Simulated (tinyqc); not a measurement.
MOS inversion layer, Poisson-Schroedinger loop: one step of the calculation.

Electrons confined at an insulator interface at z = 0, treated as a hard wall; parabolic valleys, Hartree approximation, no image or exchange terms. The depletion charge lies far deeper than the electrons and gives a uniform field q Nd/(eps0 eps_r); the gate balances all charge. Energies are counted from the band edge at the interface.

Task. Density, output potential and mixing. n_i = sum_k N_k |psi_k|^2 (converted to cm^-3). Hartree part by Gauss: on the interval before node i the electrons still beyond are S_i = Ns - hz sum_(j<i) n_j, and U_i = U_(i-1) + q S_i hz/(eps0 eps_r) in eV, U_0 = 0 at the interface. Mixing: U(new) = U + a (U(out) - U).

Parameters, values chosen for the exercise; masses and permittivity close to those of In0.53Ga0.47As:

| symbol | value | unit | meaning |
|---|---|---|---|
| eps_r | 14 |  | relative permittivity |
| Ns | 1.3e13 | cm^-2 | sheet density of electrons |
| a | 1 |  | mixing factor |

Constants: q = 1.602176634e-19 C, eps0 = 8.8541878128e-14 F/cm where lengths are in cm. Results are converted to the units shown.

| node | z (nm) | self-consistent potential U at the start (eV) | \|psi\|^2 of A1 (1/nm) | \|psi\|^2 of A2 (1/nm) |
|---|---|---|---|---|
| 1 | 1.4 | 0 | 0.002977419 | 0.009787602 |
| 2 | 2.8 | 0 | 0.011409591 | 0.034115611 |
| 3 | 4.2 | 0 | 0.023931175 | 0.060609681 |
| 4 | 5.6 | 0 | 0.038608315 | 0.076002790 |
| 5 | 7 | 0 | 0.053292912 | 0.072783117 |
| 6 | 8.4 | 0 | 0.065967424 | 0.052742060 |
| 7 | 9.8 | 0 | 0.075026254 | 0.025840351 |
| 8 | 11.2 | 0 | 0.079459662 | 0.005176136 |
| 9 | 12.6 | 0 | 0.078927909 | 0.000658067 |
| 10 | 14 | 0 | 0.073732789 | 0.014437195 |
| 11 | 15.4 | 0 | 0.064708030 | 0.040136243 |
| 12 | 16.8 | 0 | 0.053057976 | 0.066030373 |
| 13 | 18.2 | 0 | 0.040175692 | 0.080520781 |
| 14 | 19.6 | 0 | 0.027468259 | 0.077318244 |
| 15 | 21 | 0 | 0.016210328 | 0.058054236 |
| 16 | 22.4 | 0 | 0.007438781 | 0.031320364 |
| 17 | 23.8 | 0 | 0.001893198 | 0.008752863 |

N_k (cm^-2): A1 6.8633348e12, A2 6.1366652e12

Find: n; U(out); U after round 1.

Result.

| node | n (1e18 cm^-3) | U(out) (eV) | U after round 1 (eV) |
|---|---|---|---|
| 1 | 0.805 | 0.235 | 0.235 |
| 2 | 2.877 | 0.468 | 0.468 |
| 3 | 5.362 | 0.694 | 0.694 |
| 4 | 7.314 | 0.907 | 0.907 |
| 5 | 8.124 | 1.100 | 1.100 |
| 6 | 7.764 | 1.274 | 1.274 |
| 7 | 6.735 | 1.427 | 1.427 |
| 8 | 5.771 | 1.564 | 1.564 |
| 9 | 5.457 | 1.686 | 1.686 |
| 10 | 5.946 | 1.794 | 1.794 |
| 11 | 6.904 | 1.887 | 1.887 |
| 12 | 7.694 | 1.962 | 1.962 |
| 13 | 7.699 | 2.018 | 2.018 |
| 14 | 6.630 | 2.055 | 2.055 |
| 15 | 4.675 | 2.074 | 2.074 |
| 16 | 2.433 | 2.082 | 2.082 |
| 17 | 0.667 | 2.084 | 2.084 |

Program tinyqc, `OMP_NUM_THREADS=1 python tinyqc.py 2160099 2160100 out.jsonl`; Intel Xeon 2.30GHz, shared host, one thread, about 0.6 s.
